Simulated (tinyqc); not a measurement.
What moves the magnetoresistance: exchange-split free-electron bands and tunnelling magnetoresistance.

Majority and minority bands E = c k^2/m -/+ Dx/2, c = hbar^2/2m0, so k_up = sqrt(m (EF + Dx/2)/c), k_dn = sqrt(m (EF - Dx/2)/c); n_s = k_s^3/(6 pi^2), D_s = m k_s/(4 pi^2 c).

Barrier: kappa = sqrt(mb phi/c), c = hbar^2/2m0. With a = k1/m, b = k2/m, w = kappa/mb, the transmission at normal incidence is T(k1, k2) = 4 a b w^2/[w^2 (a + b)^2 + (w^2 + a^2)(w^2 + b^2) sinh^2(kappa d)]. Parallel: G_P = T(up, up) + T(dn, dn); antiparallel: G_AP = 2 T(up, dn); TMR = (G_P - G_AP)/G_AP. Julliere: TMR = 2 P^2/(1 - P^2). Slonczewski factor: P_eff = P_k (w^2 - a_up a_dn)/(w^2 + a_up a_dn), P_k = (k_up - k_dn)/(k_up + k_dn).

Constants: hbar^2/2m0 = 3.80998211 eV angstrom^2.

Parameters, chosen for this exercise: EF = 4.29 eV (Fermi energy above the mean band bottom); Dx = 6.92 eV (exchange splitting); m = 0.94 m0 (mass in the electrodes); phi = 2.6 eV (barrier height above EF); mb = 0.56 m0 (mass in the barrier); d = 14.9 angstrom (barrier thickness).

All results formed anew.

Results for these values:

| case | P_k | P_eff | TMR (%) | G_P |
|---|---|---|---|---|
| base | 0.5069 | 0.1343 | 3.67 | 5.83e-08 |

What happens to each result for d = 16.9 angstrom, all else kept?

Answer: P_k does not change at the printed digits; P_eff does not change at the printed digits; TMR does not change at the printed digits; G_P falls from 5.83e-08 to 4.92e-09.

The same for each parameter in turn:

| case | P_k | P_eff | TMR (%) | G_P |
|---|---|---|---|---|
| base | 0.5069 | 0.1343 | 3.67 | 5.83e-08 |
| Dx = 7.266 eV | 0.5528 | 0.1733 | 6.19 | 5.48e-08 |
| EF = 4.719 eV | 0.4364 | 0.0666 | 0.89 | 6.40e-08 |
| phi = 3.38 eV | 0.5069 | 0.1937 | 7.80 | 4.29e-09 |
| mb = 0.448 m0 | 0.5069 | 0.1851 | 7.10 | 3.99e-07 |
| d = 16.9 angstrom | 0.5069 | 0.1343 | 3.67 | 4.92e-09 |
| m = 1.128 m0 | 0.5069 | 0.1761 | 6.40 | 5.73e-08 |

tinyqc: `OMP_NUM_THREADS=1 python tinyqc.py 1652565 1652566 out.jsonl`; about 0.01 s, one thread, shared Intel(R) Xeon(R) Processor @ 2.30GHz.
